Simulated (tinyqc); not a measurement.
Inside a calculation: delta-doped layer in the Thomas-Fermi potential. Values are carried at full precision from step to step, so a last printed digit may differ when a step is redone from the rounded ones.

All donors ionised in the plane z = 0, zero temperature, energies from the Fermi level EF of the Thomas-Fermi model, which lies at the bulk band edge; c = hbar^2/2m0, q = e^2/(4 pi eps0). gv = 1 equivalent valley, m_d = sqrt(m3^3/mz) in the plane. With n = (gv/3 pi^2)(m3 (-V)/c)^(3/2) and V'' = -(4 pi q/eps) n for z > 0, the solution is V = -b/(|z| + z0)^4 with sqrt(b) = 20/K, K = (4 pi q/eps)(gv/3 pi^2)(m3/c)^(3/2), and z0^5 = 4b/(e F0), e F0 = 2 pi q N/eps; 1e13/cm^2 = 1e-3/angstrom^2. Exchange and correlation are left out.

Constants: hbar^2/2m0 = 3.80998211 eV angstrom^2; e^2/(4 pi eps0) = 14.39964547 eV angstrom.

Inputs chosen for the exercise (near those of a delta-doped layer in GaAs; not measured data):
```
symbol  value  unit         meaning
m3      0.069  m0           density-of-states mass of a valley
mz      0.069  m0           mass along z
eps     13.3                dielectric constant
N       0.35   x 1e13/cm^2  donor sheet density
```

## The Thomas-Fermi well

Give K, b, e F0, z0 and the depth b/z0^4.

K = 0.0011199 eV^(-1/2) angstrom^-2
b = 3.1894e+08 eV angstrom^4
e F0 = 0.0023809 eV/angstrom
z0 = 221.72 angstrom
depth = 0.1320 eV

Half of the electrons lie within |z| < (2^(1/5) - 1) z0 = 33.0 angstrom. The mean donor spacing in the plane is 53.5 angstrom, against a Bohr radius 0.529177 eps/m3 = 102.0 angstrom: the orbits overlap many donors, so a smeared sheet is a fair model in the plane. Across the plane the Thomas-Fermi density is more peaked than that of the quantised subbands, the more so the fewer are filled.

## Profile

V = -b/(|z| + z0)^4, n and the share of electrons beyond |z|, (z0/(|z| + z0))^5, at z = 0, 0.1, 0.25, 0.5, 1 and 2 times z0; n = (eps/(4 pi q)) 20 b/(|z| + z0)^6, q = e^2/(4 pi eps0), 1/angstrom^3 = 1e24/cm^3.

Profile:
```
z (angstrom)   V (eV)  n (1e19/cm^3)  share beyond
0.0           -0.1320          0.395         1.000
22.2          -0.0901          0.223         0.621
55.4          -0.0541          0.103         0.328
110.9         -0.0261         0.0346         0.132
221.7         -0.0082        0.00617         0.031
443.4         -0.0016       0.000541         0.004
```

## Subbands

Subbands solve -(c/m_z) psi'' + V psi = E psi on 1280 points of spacing z0/80; up to ten levels for each group, kept if bound with an rms width below 2.5 z0.

List the bound levels with their rms width.

Subbands:
```
label  valleys g  m_d (m0)   E (eV)  rms z (angstrom)
0              1    0.0690  -0.0773              32.5
1              1    0.0690  -0.0282              84.2
2              1    0.0690  -0.0120             148.9
3              1    0.0690  -0.0038             266.6
4              1    0.0690  -0.0010             468.6
```

The lowest level lies 41 % of the way up the well, and 1 follows 49 meV higher.

## Filling the subbands

At zero temperature n_i = g m_d (mu - E_i)/(2 pi c) for E_i < mu, c = hbar^2/2m0; find mu from sum n_i = N (1e13/cm^2 = 1e-3/angstrom^2).

mu = -0.0002 eV

n_i in the order of the list (1e13/cm^2): 0.222  0.081  0.034  0.010  0.002

5 subbands filled in part, the lowest with 64 % of the electrons. The potential was built for a Fermi level at 0; filling its quantised levels puts mu 0.1 % of the depth below that, which shows how nearly the two pictures agree.

## Estimate from a V-shaped well

Near z = 0 the well is -depth + e F0 |z|, whose levels are a (c (e F0)^2/m_z)^(1/3) with a = 1.018793 (even) and 2.338107 (odd); c = hbar^2/2m0, m_z = mz.

levels 0 and 1 (eV): -0.0628  0.0268

Level 0 comes out 14 meV too high, since screening flattens the true well away from the plane, and level 1 lands above the rim at 0.

## Checks

- Integral of the Thomas-Fermi density against N, 1e13/cm^2: both 0.3500.
- Lowest level on a finer grid (z0/200), eV: both -0.077.

(tinyqc, `OMP_NUM_THREADS=1 python tinyqc.py 1282175 1282176 out.jsonl`, Intel(R) Xeon(R) Processor @ 2.30GHz, 1 thread, shared host, about 0.05 s.)
